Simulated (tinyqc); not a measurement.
# Metal-interlayer-semiconductor contact, depinning against tunnelling resistance, step by step

Computed by the program tinyqc: `OMP_NUM_THREADS=1 python tinyqc.py 2270141 2270142 out.jsonl`, one thread of a shared Intel Xeon 2.30GHz, about 0.04 s for the whole run. Printed values are rounded.

Zero bias, n-type semiconductor. Gap states at the semiconductor surface thin out as exp(-be ti), which unpins the barrier; electrons must then cross the interlayer (a rectangular barrier, no voltage drop across it) and the parabolic depleted layer, both by WKB. Energies E are counted from the Fermi level; no image force, parabolic bands.

Parameters, values chosen for the exercise; semiconductor values close to those of silicon; interlayer mass of the order of that in strontium titanate, offset chosen freely:
- T = 300 K (temperature)
- Eg = 1.12 eV (band gap)
- eps_r = 11.3 (relative permittivity)
- chi = 4.2 eV (electron affinity)
- Nc = 2.8e19 cm^-3 (conduction-band density of states at T)
- mt = 0.187 m0 (tunnelling mass in the semiconductor)
- mA = 2.11 m0 (Richardson mass)
- Nd = 3.3e18 cm^-3 (donor density)
- E0 = 0.35 eV (charge-neutrality level above the valence band)
- S0 = 0.27 (pinning factor without interlayer)
- phiM = 4.48 eV (metal work function)
- ti = 0.8 nm (interlayer thickness)
- dE = 0.15 eV (conduction-band offset of the interlayer above the semiconductor)
- mi = 0.59 m0 (tunnelling mass in the interlayer)
- be = 6 1/nm (decay constant of gap states through the interlayer)

Constants: q = 1.602176634e-19 C, kB = 1.380649e-23 J/K, eps0 = 8.8541878128e-12 F/m, hbar = 1.054571817e-34 J s, h = 6.62607015e-34 J s, m0 = 9.1093837015e-31 kg, Vt = kB T/q, hbar^2/(2 m0) = 0.0380998212 eV nm^2. Results are converted to the units shown.

## Pinning, barrier and scales

S = 1/(1 + (1/S0 - 1) exp(-be ti)); phiB = S (phiM - chi) + (1 - S)(Eg - E0); xi = Ec - EF deep inside, from Nd = Nc F(-xi/Vt), F(x) = (2/sqrt(pi)) int_0^infinity sqrt(u) du/(1 + exp(u - x)); band bending U = phiB - xi; E00 = (hbar/2) sqrt(Nd/(eps0 eps_r mt m0)) in volts; A = 4 pi q mA m0 kB^2/h^3.

S = 0.9782335
phiB = 0.2906656 eV
xi = 0.05420342 eV
U = 0.2364622 eV
E00 = 0.02320194 eV
A = 253.5655 A/(cm^2 K^2)

The interlayer moves the barrier from 0.638 eV to 0.291 eV; the unpinned limit is phiM - chi = 0.280 eV. E00/Vt = 0.897: by the usual rule of thumb (0.5 to 5) thermionic-field emission.

## Exponents and integrand on an energy grid

E, point 0 to 12 (eV): 0.06  0.08833  0.11667  0.145  0.17333  0.20167  0.23  0.25833  0.28667  0.315  0.34333  0.37167  0.4

With U = phiB - xi: for xi < E < phiB, y = (E - xi)/U and G1 = (U/E00) [sqrt(1 - y) - y ln((1 + sqrt(1 - y))/sqrt(y))], G1 = 0 above phiB; G2 = 2 ti sqrt(mi max(phiB + dE - E, 0)/C), C = hbar^2/(2 m0); f = 1/(1 + exp(E/Vt)); integrand exp(-G1 - G2) f.

```
point        G1        G2            f  integrand (1e-6)
0      9.430914  3.884690   0.08940647          0.147393
1      7.040525  3.737341   0.03177585          0.662719
2      5.282765  3.583885   0.01084661          1.529526
3      3.858975  3.423615  0.003651895          2.510324
4      2.681300  3.255464  0.001223636          3.231085
5      1.711172  3.078077  4.091809e-4          3.403854
6      0.934047  2.889890  1.368077e-4          2.988106
7      0.353571  2.688563  4.573273e-5          2.182958
8      0.014974  2.470806  1.528091e-5          1.272297
9      0.000000  2.231992  5.107762e-6          0.548137
10     0.000000  1.964357  1.707297e-6          0.239442
11     0.000000  1.653846  5.704513e-7          0.109135
12     0.000000  1.269691  1.906758e-7          0.053564
```

## Contact resistivity

1/rho_c = (A T^2/Vt^2) I, with I the trapezoid sum of the integrand over the grid.

I = 5.320456e-7 eV
rho_c = 5.5044e-5 ohm cm^2

A fine grid from xi upwards gives rho_c = 5.465e-5 ohm cm^2; the coarse value is 0.72 % above it. The integrand peaks at E = 0.20 eV, and 7.4 % of the current flows above phiB. Tunnelling through the interlayer costs a factor of 22.8 at this barrier height; the bare contact (ti = 0) has rho_c = 0.0644 ohm cm^2, so with the interlayer rho_c is 100 % below that.
